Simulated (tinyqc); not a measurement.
Worked calculation: bond-orbital model of a tetrahedral semiconductor (Harrison's universal couplings). Values are carried at full precision from step to step, so a last printed digit may differ when a step is redone from the rounded ones.

Hybrid level eh = (es + 3 ep)/4; metallic energy V1 = (ep - es)/4 for each atom; covalent energy V2 = 3.22 hbar^2/(m d^2); polar energy V3 = (ehc - eha)/2; hbar^2/m = 2c, c = hbar^2/2m0. Polarity ap = V3/sqrt(V2^2 + V3^2), covalency ac = V2/sqrt(V2^2 + V3^2). p-p coupling at Gamma Exx = (4/3)(2.22 - 2 x 0.63) hbar^2/(m d^2) = 1.28 hbar^2/(m d^2), s-s coupling Ess = 4 x 1.32 hbar^2/(m d^2).

Constants: hbar^2/2m0 = 3.80998211 eV angstrom^2.

Values chosen for the exercise (near tabulated values for AlN; the model gives trends, and its gaps can be far from the real ones; shifted at random, so the results belong to these values and not to a real crystal):
```
symbol  value   unit      meaning
esc     -10.57  eV        s level, cation
epc     -5.69   eV        p level, cation
esa     -26.6   eV        s level, anion
epa     -13.64  eV        p level, anion
d       1.9     angstrom  bond length
Z       5                 valence electrons of the anion
```

## The three energies

Form the hybrid levels, V1, V2 and V3.

hbar^2/(m d^2) = 2.1108 eV

hybrid levels (eV): cation -6.9100, anion -16.8800

V1 (eV): cation 1.2200, anion 3.2400

V2, V3 (eV): 6.7968  4.9850

## Bond and antibond

The 2 x 2 problem [[ehc, -V2], [-V2, eha]] gives (ehc + eha)/2 -/+ sqrt(V2^2 + V3^2); ap = V3/sqrt(V2^2 + V3^2), ac = V2/sqrt(V2^2 + V3^2); the bond has weight (1 + ap)/2 on the anion.

levels (eV): bond -20.3239, antibond -3.4661

ap = 0.5914
ac = 0.8064
weight on the anion = 0.7957

## Charges

With dZ = Z - 4: effective charge Z* = 4 ap - dZ (positive on the cation); transverse charge eT* = Z* + (8/3) ap ac^2.

Z* = 1.366 e
eT* = 2.391 e

Charge that flows along the bonds as they stretch adds 1.03 e to the static value.

## Metallicity and a gap from the bond picture

Neighbouring bonds couple through V1: averaged V1b = V1c (1 - ap)/2 + V1a (1 + ap)/2 for the bond band and V1x = V1c (1 + ap)/2 + V1a (1 - ap)/2 for the antibond band. The top of the bond band lies V1b above the bond level and the bottom of the antibond band 3 V1x below the antibond level, so the gap is 2 sqrt(V2^2 + V3^2) - V1b - 3 V1x; metallicity am = (V1b + 3 V1x)/(2 sqrt(V2^2 + V3^2)).

V1b, V1x (eV): 2.8273  1.6327

gap = 9.132 eV
am = 0.458

The gap closes where am reaches one. The model gives trends; its gap can miss the real one by a factor of two to five, most in ratio for narrow gaps and most in eV for first-row compounds.

## Band edges at Gamma

Ev is the lower root of [[epa, Exx], [Exx, epc]] and the s-like conduction level the upper root of [[esa, Ess], [Ess, esc]], with Exx = 1.28 u and Ess = 5.28 u, u = hbar^2/(m d^2).

Exx, Ess (eV): 2.7018  11.1450

Ev = -14.471 eV
s-like conduction level = -4.857 eV
E0 gap = 9.614 eV

Universal couplings give the trend of E0 from compound to compound, not its value; it can miss by several eV and by a factor of two or more, and spin-orbit coupling is left out.

## Checks

- Bond level from the formula against the 2 x 2 matrix: both -20.3239.

Run: tinyqc, `OMP_NUM_THREADS=1 python tinyqc.py 1450629 1450630 out.jsonl`; Intel(R) Xeon(R) Processor @ 2.30GHz, one thread, shared host; about 0.01 s of CPU time with all checks.
